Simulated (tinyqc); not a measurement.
# Undoped symmetric double-gate MOSFET, analytic potential model: what changes with what

An undoped body of thickness ts between two equal insulators and tied gates; long channel, electrons only, n = ni exp((psi - V)/Vt) with V the quasi-Fermi potential (0 at the source, Vd at the drain), constant mobility, no quantisation. Across the body psi(x) = V - 2 Vt ln[(ts/(2 beta)) sqrt(q ni/(2 eps0 eps_r Vt)) cos(2 beta x/ts)], x from the centre. Q is the electron charge per area of the whole body.

Inputs (values chosen for the exercise); material values those of a made-up semiconductor: temperature T = 273 K; band gap Eg = 1.01 eV; relative permittivity of the semiconductor eps_r = 14.9; conduction-band density of states at T Nc = 2.56e19 cm^-3; valence-band density of states at T Nv = 1.75e19 cm^-3; relative permittivity of the gate insulator eox = 25.1; insulator thickness tox = 12 nm; body thickness ts = 10 nm; gate work function less that of the intrinsic body dphi = 0.02 V; channel mobility mu = 100 cm^2/(V s); gate length L = 0.2 um; drain voltage Vd = 0.05 V.

Constants: q = 1.602176634e-19 C, kB = 1.380649e-23 J/K, Vt = kB T/q, eps0 = 8.8541878128e-14 F/cm where lengths are in cm. Results are converted to the units shown.

Each table varies one quantity; the others keep the values above.

## Output curve

ni = sqrt(Nc Nv) exp(-Eg/(2 Vt)), Eg in volts; r = eps_r tox/(eox ts); V0 = dphi + 2 Vt ln[(2/ts) sqrt(2 eps0 eps_r Vt/(q ni))]. beta (between 0 and pi/2) solves (Vg - V0 - V)/(2 Vt) = ln(beta) - ln(cos beta) + 2 r beta tan(beta). Q = 8 eps0 eps_r Vt beta tan(beta)/ts; I = mu (1/L)(4 eps0 eps_r/ts)(2 Vt)^2 [g(beta_s) - g(beta_d)] per width, g = beta tan(beta) - beta^2/2 + r beta^2 tan^2(beta), with beta_s at V = 0 and beta_d at V = Vd.

In this table Vg = 0.76 V.

Results:
```
Vd (V)  Qd (nC/cm^2)     Qd/Qs  I (uA/um)
0.06           684.8    0.7875      23.30
0.11           536.5    0.6169      38.55
0.16           395.3    0.4545      50.18
0.21           264.2    0.3038      58.40
0.27           128.4    0.1477      64.21
0.32           47.13   0.05420      66.33
0.37           9.540   0.01097      66.95
0.47          0.1553  1.786e-4      67.06
```

Estimate the missing row, Vd = 0.42 V.

Computed row:
```
Vd (V)  Qd (nC/cm^2)     Qd/Qs  I (uA/um)
0.42           1.280  0.001472      67.05
```

With this row back in the table: The current rises from 23.3 to 67.1 uA/um, while the charge at the drain end falls from 0.79 to 1.8e-4 of that at the source. The current first comes within 1 % of its last value at Vd = 0.37 V among the rows. Over the last rows Qd falls by a factor of e for each Vt of drain voltage: the drain end is in weak inversion. In every row the surface density at the source passes 0.3 Nc, where Boltzmann statistics fail.

## Effect of the gate work function less that of the intrinsic body

Q = 8 eps0 eps_r Vt beta tan(beta)/ts; I = mu (1/L)(4 eps0 eps_r/ts)(2 Vt)^2 [g(beta_s) - g(beta_d)] per width, g = beta tan(beta) - beta^2/2 + r beta^2 tan^2(beta), with beta_s at V = 0 and beta_d at V = Vd.  I(low) is taken at Vg = 0.21 V, Qs and I(high) at Vg = 0.96 V.

Effect of the gate work function less that of the intrinsic body:
```
dphi (V)  V0 (V)  I(low) (nA/um)  Qs(high) (nC/cm^2)  I(high) (uA/um)
-0.13     0.3135           30.86                2026            48.52
-0.08     0.3635           3.761                1856            44.28
-0.03     0.4135          0.4502                1687            40.07
0.02      0.4635         0.05376                1519            35.90
0.07      0.5135        0.006419                1353            31.78
0.12      0.5635        7.664e-4                1189            27.71
0.17      0.6135        9.150e-5                1028            23.71
```

As dphi goes from -0.13 to 0.17 V, I(low) falls from 30.9 to 9.15e-5 nA/um and I(high) falls from 48.5 to 23.7 uA/um. V0 rises from 0.313 to 0.613 V. In every row the surface density at the source at the higher gate voltage passes 0.3 Nc, where Boltzmann statistics fail.

Computed by the program tinyqc: `OMP_NUM_THREADS=1 python tinyqc.py 2440157 2440158 out.jsonl`, one thread of a shared Intel Xeon 2.30GHz, about 0.03 s for the whole run.
